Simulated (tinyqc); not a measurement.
A chain with a side-coupled site and dephasing by Buettiker voltage probes: one step of the calculation.

Sites 1 to 2 form a chain with hopping -t, and site 3 hangs on site 1 by -ts. Lead L joins site 1 and lead R site 2, both semi-infinite chains with hopping -t and site energy 0. Every site carries a probe with self-energy -i Gamma_p/2 that draws no net current. Linear response at zero temperature: mu_L = 1, mu_R = 0 in units of the bias.

Task. Probe potentials and effective transmission. No current into probe p: W mu = T_pL with W_pp = T_pL + T_pR + sum_q T_pq and W_pq = -T_pq. Then T_eff = T_RL + sum_p T_pR mu_p, and the resistance is (h/2q^2)/T_eff.

Constants: q = 1.602176634e-19 C, h = 6.62607015e-34 J s. Results are converted to the units shown.

T_RL = 0.61478346
T_pL, probe 1 to 3: [0.14311580, 0.11887039, 0.07118574]
T_pR, probe 1 to 3: [0.11887039, 0.10481475, 0.05912608]

T_pq:
```
             1            2            3
1  0.000000000  0.022983979  0.013763995
2  0.022983979  0.000000000  0.011432221
3  0.013763995  0.011432221  0.000000000
```

Wanted: W; mu_p; T_eff; resistance.

Result.

W:
```
         1        2        3
1   0.2987  -0.0230  -0.0138
2  -0.0230   0.2581  -0.0114
3  -0.0138  -0.0114   0.1555
```

mu_p, probe 1 to 3: [0.5452, 0.5333, 0.5452]
T_eff = 0.7677
resistance = 16.81 kohm

Numbers from tinyqc (`OMP_NUM_THREADS=1 python tinyqc.py 2700033 2700034 out.jsonl`; about 0.01 s on one thread of a shared Intel Xeon 2.30GHz).
